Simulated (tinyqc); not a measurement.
Solubility, supersaturation, precipitation and gettering of an impurity in a silicon-like host: one step, computed by the program tinyqc.

The wafer was saturated at T1 and is then held at T.

Problem. Denuded zone. Near a surface held at C_eq(T) the excess decays by out-diffusion over sqrt(D t) and by capture over L_s = sqrt(D tau_f) = (4 pi n r_f)^(-1/2); the shorter length sets the depth from which the surface draws.

Inputs (values chosen for the exercise, for a model impurity):

| quantity | value | unit |
|---|---|---|
| temperature of saturation T1 | 1425 | K |
| anneal temperature T | 875 | K |
| anneal time t | 55000 | s |
| wafer thickness w | 775 | micrometre |

Gettering: relaxation gettering at sinks.

D(T) = 1.154035e-10 cm^2/s

tau_f = 149382.4 s

Give: sqrt(D t); capture length L_s; L_s/w.

Solution.

sqrt(D t) = 25.19 micrometre

capture length L_s = 41.52 micrometre

L_s/w = 0.05357

In the time given a surface draws only from within about sqrt(D t), which is shorter than L_s; in a longer anneal the sinks would keep this depth to about L_s. Caution: the barrier to homogeneous nucleation is below 35 k_B T for these inputs, so new precipitates would form and outnumber the fixed sinks assumed here.
